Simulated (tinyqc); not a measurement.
Internal photoemission over an interface barrier: two steps of the calculation.

Electrons are excited from the valence band of a semiconductor over the barrier Phi(F) = P0 - sqrt(q F/(4 pi eps0 ei)), whose top lies at xm = sqrt(q/(16 pi eps0 ei F)). The yield is Y = A (hv - Phi)^p exp(-xm/l), with A = 1 here.

Values chosen for this exercise; dielectric values close to those of silicon dioxide: barrier at zero field P0 = 4.1 eV; image-force permittivity ei = 2.35; scattering length in the image well l = 4.4 nm; field in the dielectric F = 2.1 MV/cm.

Constants: q = 1.602176634e-19 C, h = 6.62607015e-34 J s, c = 299792458 m/s, eps0 = 8.8541878128e-14 F/cm where lengths are in cm. Results are converted to the units shown.

Problem 1. Barrier in the field. Lowering P0 - Phi, barrier, position of its top, scattering factor and threshold wavelength.

Wanted: lowering; Phi; xm; exp(-xm/l); threshold wavelength h c/(q Phi).

Solution 1.

lowering = 358.7 meV
Phi = 3.741 eV
xm = 0.8541 nm
exp(-xm/l) = 0.8236
threshold wavelength h c/(q Phi) = 331.4 nm

Problem 2. Threshold from a spectrum. The yields were made at this field with a scatter of 1 %. Fit Y^(1/n) on hv by least squares for n = 2 and n = 3; the zero of the line is the threshold.

```
point  hv (eV)         Y
0         3.89  0.002653
1         4.02   0.01799
2         4.15   0.05638
3         4.28    0.1279
4         4.41    0.2468
5         4.54    0.4207
```

Find: Y^(1/2); Y^(1/3); threshold for n = 2; threshold for n = 3.

Solution 2.

```
point  Y^(1/2)  Y^(1/3)
0      0.05151   0.1384
1       0.1341   0.2620
2       0.2374   0.3834
3       0.3576   0.5038
4       0.4968   0.6273
5       0.6486   0.7493
```

threshold for n = 2 = 3.867 eV
threshold for n = 3 = 3.742 eV

Numbers from tinyqc (`OMP_NUM_THREADS=1 python tinyqc.py 2410123 2410124 out.jsonl`; about 0.01 s on one thread of a shared Intel Xeon 2.30GHz).
